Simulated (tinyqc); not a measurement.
sp3s* tight binding: sweeps and comparisons. A value that a table varies takes the place of the one given here.

sp3s* tight binding, nearest neighbours only: anion (a) at 0, cation (c) at a/4 (1,1,1), orbitals s, px, py, pz, s* on each; k in units of 2 pi/a. With phases e_j = exp(i (pi/2) k.n_j) for n = (1,1,1), (1,-1,-1), (-1,1,-1), (-1,-1,1): g0 = (e1+e2+e3+e4)/4, g1 = (e1+e2-e3-e4)/4, g2 = (e1-e2+e3-e4)/4, g3 = (e1-e2-e3+e4)/4. The diagonal holds the levels Esa, Epa, Exa (s*) and Esc, Epc, Exc. Anion-cation block: <sa|sc> = Vss g0; <sa|xc> = Vsapc g1; <xa|sc> = -Vscpa g1; <xa|xc> = Vxx g0; <xa|yc> = <ya|xc> = Vxy g3, <xa|zc> = <za|xc> = Vxy g2, <ya|zc> = <za|yc> = Vxy g1; <s*a|xc> = Vxapc g1; <xa|s*c> = -Vpaxc g1; y and z take g2 and g3 in place of g1; s-s* and s*-s* vanish.

Inputs chosen for the exercise (near a published set for GaAs, fitted to gaps, whose masses and valley positions are rough; the results hold for these values, not for the real material):
- Esa = -8.434 eV (s level of the anion)
- Epa = 1.035 eV (p level of the anion)
- Esc = -2.659 eV (s level of the cation)
- Epc = 3.693 eV (p level of the cation)
- Exa = 8.689 eV (s* level of the anion)
- Exc = 6.733 eV (s* level of the cation)
- Vss = -6.399 eV (s-s)
- Vxx = 1.949 eV (px-px)
- Vxy = 5.019 eV (px-py)
- Vsapc = 4.462 eV (s anion, p cation)
- Vscpa = 5.723 eV (s cation, p anion)
- Vxapc = 4.806 eV (s* anion, p cation)
- Vpaxc = 4.767 eV (p anion, s* cation)
- eta = 3 (scaling exponent)
- D001 = 0.97 (ratio -ezz/exx)

## What the s* orbital does

The s* couplings Vxapc and Vpaxc are scaled by f; f = 0 is the plain sp3 model. Gaps from the top of the valence band at Gamma; the Delta value is the minimum on (x,0,0), 0.5 <= x <= 1.

Gaps (eV):

| f | Gamma | Delta | L | x of the minimum |
|---|---|---|---|---|
| 0.00 | 1.4688 | 4.0082 | 2.8742 | 0.500 |
| 0.25 | 1.4688 | 3.8876 | 2.7669 | 0.500 |
| 0.50 | 1.4688 | 3.5816 | 2.4834 | 0.500 |
| 0.75 | 1.4688 | 3.0898 | 2.0992 | 0.936 |
| 0.90 | 1.4688 | 2.4895 | 1.8467 | 1.000 |
| 1.00 | 1.4688 | 2.0819 | 1.6746 | 1.000 |
| 1.10 | 1.4688 | 1.6716 | 1.5013 | 1.000 |

The gap at Gamma stays, since g1 to g3 vanish there. From f = 0 to 1 the s* levels lower the Delta value by 1.926 eV and L by 1.200 eV. For f = 0, 0.25 and 0.5 the least value lies at x = 0.5, the end of the range: any valley further out lies above that value until s* has lowered it enough. The lowest of the three is Gamma at both f = 0 and f = 1.

## Hydrostatic strain (sp3s* tight binding, strained)

Strain e moves each bond vector to d = (1 + e) d0 (no internal displacement for the diagonal strains used here) and k is given in fractions of the strained reciprocal cell, so the phases stay. Two-centre values Vss_sigma = Vss/4, Vsp_sigma = sqrt3 V/4 for each s-p and s*-p pair, Vpp_sigma = (Vxx + 2 Vxy)/4, Vpp_pi = (Vxx - Vxy)/4 are scaled by (d0/d)^eta and combined with the new direction cosines; the levels on the diagonal stay.

exx = eyy = ezz = e. Gaps as measured from the top of the valence band; the deformation potentials are (gap(0.01) - gap(-0.01))/0.06.

Gaps (eV):

| e | Gamma | Delta | L | x of the minimum |
|---|---|---|---|---|
| -0.03 | 2.1873 | 2.0630 | 2.0186 | 1.000 |
| -0.02 | 1.9366 | 2.0680 | 1.8986 | 1.000 |
| -0.01 | 1.6973 | 2.0743 | 1.7839 | 1.000 |
| 0.00 | 1.4688 | 2.0819 | 1.6746 | 1.000 |
| 0.01 | 1.2506 | 2.0904 | 1.5705 | 1.000 |
| 0.02 | 1.0421 | 2.0998 | 1.4715 | 1.000 |
| 0.03 | 0.8430 | 2.1096 | 1.3775 | 0.963 |

gap deformation potentials (eV): Gamma -7.446, Delta 0.268, L -3.557

Per unit of volume strain the gaps move by -7.45 (Gamma), +0.27 (Delta) and -3.56 eV (L). The lowest valley changes from L to Gamma between e = -0.02 and -0.01. These potentials follow from the one exponent eta, which fitted models replace by one for each integral; with it the sizes are rough, the sign for Delta can be wrong (in Si, Ge and the III-V crystals measured values are small and positive), and the pressures at which valleys cross, and which valley takes over, are rough too. A gap of zero, where one is listed, marks an s level that has sunk below the valence top.

## Biaxial strain splits the top of the valence band (sp3s* tight binding, strained)

No spin-orbit coupling; k = 0; exx = eyy = e, ezz = -D001 e. The four bonds keep equal lengths, and the sums over them give Vxx(e) for px and py and Vzz(e) for pz; each level is the lower root of [[Epa, V], [V, Epc]], and the s level the upper root of the s block. The shear potential b follows from E(x,y) - E(z) = 3 b (exx - ezz), taken as the slope between e = -0.005 and 0.005.

Couplings and levels at Gamma (eV):

| e | ezz | Vxx(e) | Vzz(e) | E(x,y) | E(z) | E(x,y) - E(z) (meV) | upper s level |
|---|---|---|---|---|---|---|---|
| -0.020 | 0.0194 | 1.8524 | 2.2613 | 0.0842 | -0.2589 | 343.1 | 1.5927 |
| -0.010 | 0.0097 | 1.9019 | 2.1030 | 0.0438 | -0.1238 | 167.5 | 1.5336 |
| -0.005 | 0.0049 | 1.9258 | 2.0255 | 0.0242 | -0.0586 | 82.7 | 1.5038 |
| 0.005 | -0.0049 | 1.9716 | 1.8736 | -0.0137 | 0.0669 | -80.6 | 1.4437 |
| 0.010 | -0.0097 | 1.9936 | 1.7992 | -0.0320 | 0.1272 | -159.1 | 1.4135 |
| 0.020 | -0.0194 | 2.0357 | 1.6538 | -0.0672 | 0.2424 | -309.6 | 1.3526 |

b = -2.764 eV

Under tension in the plane (e > 0) the bonds tilt towards the plane, Vxx grows to 1.9936 and Vzz falls to 1.7992 eV at e = 0.01, and the pz state forms the top of the valence band, by 159.1 meV; under compression (e = -0.01) the px, py pair does, by 167.5 meV. The slope gives b = -2.76 eV, a rough value, since on-site strain terms are left out (measured values lie near -2 eV).

## What each parameter does

Gaps from the top of the valence band at Gamma; Delta is the minimum on (x,0,0), 0.5 <= x <= 1. Each row changes one parameter from the base and keeps the others.

Results:

| case | Ev (eV) | gap Gamma (eV) | gap Delta (eV) | gap L (eV) |
|---|---|---|---|---|
| base | 0.0050 | 1.4688 | 2.0819 | 1.6746 |
| Vpaxc = 4.967 eV | 0.0050 | 1.4688 | 2.0818 | 1.6467 |
| Vxx = 2.249 eV | -0.2483 | 1.7221 | 2.3352 | 1.9717 |
| Esa = -8.634 eV | 0.0050 | 1.4105 | 2.0611 | 1.6462 |
| Exc = 6.433 eV | 0.0050 | 1.4688 | 2.0819 | 1.6542 |
| Esc = -2.859 eV | 0.0050 | 1.3283 | 2.0819 | 1.5948 |
| Vxy = 4.819 eV | 0.0050 | 1.4688 | 2.0819 | 1.7331 |

The largest shifts from the base row, up to three for each result and ties (the steps differ in size, so this ranks the rows, not the parameters). Ev (eV): Vxx -0.2533; unchanged at the printed digits by Vpaxc, Esa, Exc, Esc and Vxy. gap Gamma (eV): Vxx +0.2533, Esc -0.1405, Esa -0.0583; unchanged at the printed digits by Vpaxc, Exc and Vxy. gap Delta (eV): Vxx +0.2533, Esa -0.0207, Vpaxc -0.0000; unchanged at the printed digits by Exc, Esc and Vxy. gap L (eV): Vxx +0.2971, Esc -0.0798, Vxy +0.0584. Vpaxc, Exc and Vxy cannot move Ev or the gap at Gamma, whose blocks do not hold them; s parameters never move Ev, and move the gap only where the lowest empty level at Gamma is s-like.

tinyqc: `OMP_NUM_THREADS=1 python tinyqc.py 1480080 1480081 out.jsonl`; about 0.1 s, one thread, shared Intel(R) Xeon(R) Processor @ 2.30GHz.
